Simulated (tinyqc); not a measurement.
Worked calculation: coherent transport through a tight-binding region between two chains. Computed by tinyqc, a small Python program that keeps every step. Settings: temperature = 77, mu = 0.01. Command: `OMP_NUM_THREADS=1 python tinyqc.py 23844 23845 out.jsonl` (the two numbers bound the seeds that draw the settings). One thread of a shared host (Intel(R) Xeon(R) Processor @ 2.60GHz), about 0.08 s of CPU time with the checks.

## Transmission at E = -0.61 eV

H of the central region (eV):
```
         1        2        3        4        5
1   0.0000  -2.4500   0.0000   0.0000  -2.4500
2  -2.4500   0.0000  -2.4500   0.0000   0.0000
3   0.0000  -2.4500   0.0000  -2.4500   0.0000
4   0.0000   0.0000  -2.4500   0.0000  -2.4500
5  -2.4500   0.0000   0.0000  -2.4500   0.0000
```

Leads: semi-infinite chains with site energy 0:

| parameter | value |
|---|---|
| lead hopping t (eV) | 1.110000 |
| coupling to the left lead (eV) | 0.730000 |
| coupling to the right lead (eV) | 0.870000 |
| left contact site | 1 |
| right contact site | 3 |

E = -0.6100 eV

Surface Green function g = (E - i sqrt(4 t^2 - E^2)) / (2 t^2); self-energy tc^2 g on each contact site; G = (E - H - Sigma)^(-1); Gamma = -2 Im Sigma; T = Gamma_L Gamma_R |G_LR|^2; local density of states -Im G_ii / pi.

g = -0.2475-0.8662i 1/eV

G (1/eV):
```
                 1                2                3                4
1   0.3247-0.1055i   0.2609+0.0037i  -0.2598+0.1064i  -0.2772+0.0842i
2   0.2609+0.0037i   0.3782-0.0699i   0.2414-0.0211i  -0.3422+0.0017i
3  -0.2598+0.1064i   0.2414-0.0211i   0.3199-0.1116i   0.1920-0.0838i
4  -0.2772+0.0842i  -0.3422+0.0017i   0.1920-0.0838i   0.3529-0.0675i
5   0.1908-0.0854i  -0.3266+0.0215i  -0.2721+0.0908i   0.3040+0.0670i

                 5
1   0.1908-0.0854i
2  -0.3266+0.0215i
3  -0.2721+0.0908i
4   0.3040+0.0670i
5   0.3478-0.0741i
```

local density of states (1/eV): 0.0336  0.0223  0.0355  0.0215  0.0236

transmission = 0.0954

## Transmission across the band

The same steps on a grid of energies.

T(E):

| E (eV) | T |
|---|---|
| -2.109000 | 0.3398 |
| -1.898100 | 0.9466 |
| -1.687200 | 0.8615 |
| -1.476300 | 0.0992 |
| -1.265400 | 0.2034 |
| -1.054500 | 0.1611 |
| -0.843600 | 0.1247 |
| -0.632700 | 0.0978 |
| -0.421800 | 0.0780 |
| -0.210900 | 0.0631 |
| 0.000000 | 0.0516 |
| 0.210900 | 0.0425 |
| 0.421800 | 0.0351 |
| 0.632700 | 0.0290 |
| 0.843600 | 0.0239 |
| 1.054500 | 0.0194 |
| 1.265400 | 0.0154 |
| 1.476300 | 0.0118 |
| 1.687200 | 0.0084 |
| 1.898100 | 0.0051 |
| 2.109000 | 0.0018 |

levels of the isolated region (eV): -4.9000  -1.5142  -1.5142  3.9642  3.9642

## Current

I = (2e/h) int T(E) [f(E - mu - V/2) - f(E - mu + V/2)] dE at 77 K with mu = 0.01 eV, the bias not changing H; 2e^2/h = 77.48092 microsiemens; the integral runs over the band on 4001 points.

Current:

| V (volt) | I (microampere) |
|---|---|
| 0.0100 | 0.0396 |
| 0.0500 | 0.1982 |
| 0.1000 | 0.3966 |
| 0.2000 | 0.7941 |
| 0.4000 | 1.5965 |
| 0.8000 | 3.2600 |
